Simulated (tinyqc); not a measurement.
Wider gaps screen less: band offset of a heterojunction with an interface dipole (two-band chains, self-consistent charge).

Sites alternate A, C. Left: A at -G1/2, C at +G1/2, hopping -t1; right: A at D - G2/2, C at D + G2/2, hopping -t2; the bonds across the two interfaces of a ring (C left to A right, C right to A left) have -sqrt(t1 t2). D is the offset of the mid-gaps, so Ev(right) - Ev(left) = D - (G2 - G1)/2 and Ec(right) - Ec(left) = D + (G2 - G1)/2. The closing bond has its sign reversed (antiperiodic ring). Half the levels are filled with two electrons each. The charge moved is q = (electrons on the left) less one a site; the mean over the two interfaces, q/2, is taken as the charge that crosses each, and its dipole opposes the offset: D = D0 - u q/2.

From here on the ring has 24 cells a side.

Parameters, chosen for this exercise (gaps near those of InGaAs and InP; the chains and D0 are free models, so the offsets are not those of the real pair; shifted at random, so the results belong to these values and not to a real crystal):
- G1 = 0.72 eV (gap on the left)
- t1 = 2.38 eV (hopping on the left)
- t2 = 1.91 eV (hopping on the right)
- u = 5.6 eV (potential step per electron moved across)

G2 is varied. chi = (q(+0.01) - q(-0.01))/0.02 at D = 0, S = 1/(1 + u chi/2).

Against G2:

| G2 (eV) | chi (1/eV) | S |
|---|---|---|
| 0.7 | 0.74481 | 0.3241 |
| 1.1 | 0.58738 | 0.3781 |
| 1.5 | 0.48664 | 0.4233 |
| 2.3 | 0.36019 | 0.4979 |
| 3.4 | 0.25830 | 0.5803 |
| 5.5 | 0.15282 | 0.7003 |
| 7.0 | 0.10984 | 0.7648 |
| 9.0 | 0.07349 | 0.8293 |

What can be read from this table?

chi falls from 0.7448 to 0.0735 1/eV, a factor 10.1, and S rises from 0.324 to 0.829: charge crosses through the tails of states that tunnel into the other gap, and these shorten as the gap widens. u is kept fixed, though a wider gap also screens less and would raise it.

tinyqc: `OMP_NUM_THREADS=1 python tinyqc.py 1482486 1482487 out.jsonl`; about 0.4 s, one thread, shared Intel(R) Xeon(R) Processor @ 2.30GHz.
